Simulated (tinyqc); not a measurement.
Quasi-harmonic thermal expansion with mode Grueneisen parameters: one step, computed by the program tinyqc.

A crystal with two atoms a cell; per atom there are 1 transverse acoustic (TA), 1/2 longitudinal acoustic (LA) and 3/2 optical (O) modes. Every frequency of group i scales as nu_i (V/V0)^(-gamma_i). The acoustic groups have Debye spectra, density 3 nu^2/nu_i^3 up to nu_i (40 Gauss-Legendre points); the optical group has one frequency. Static energy: E = (9 V0 B0/16) [y^3 B' + y^2 (2 - 4 y)], y = (V0/V)^(2/3) - 1, with pressure P_s = (3 B0/2) (z^7 - z^5) [1 + (3/4)(B' - 4)(z^2 - 1)], z = (V0/V)^(1/3).

Question. Grueneisen's estimate. gamma_th = sum gamma_i C_i / sum C_i; volume expansion coefficient alpha_V = gamma_th C k_B/(B0 V0); linear coefficient alpha_V/3; first-order volume change P_ph/B0.

Inputs (values chosen for the exercise, for a model crystal): static volume V0 = 24.1 angstrom^3/atom; static bulk modulus B0 = 44.3 GPa; temperature T = 500 K.

Acoustic groups: Debye.

Groups:

| group | h nu_i/(k_B T) | U_i (meV) | C_i (k_B) | gamma_i C_i (k_B) |
|---|---|---|---|---|
| TA | 0.2572394 | 43.22911 | 0.9966992 | -0.05980195 |
| LA | 0.5336758 | 21.84909 | 0.4929515 | 0.6901322 |
| O | 0.7477221 | 67.61347 | 1.432025 | 1.389064 |

phonon pressure at V0 = 0.6221234 GPa

Constants: k_B = 8.617333262e-05 eV/K; 1 eV/angstrom^3 = 160.2176634 GPa.

Give: heat capacity C at V0; gamma_th at V0; linear expansion, Grueneisen estimate; first-order volume change.

Answer.

heat capacity C at V0 = 2.9217 k_B/atom

gamma_th at V0 = 0.69118

linear expansion, Grueneisen estimate = 8.7049 ppm/K

first-order volume change = 1.4043 %
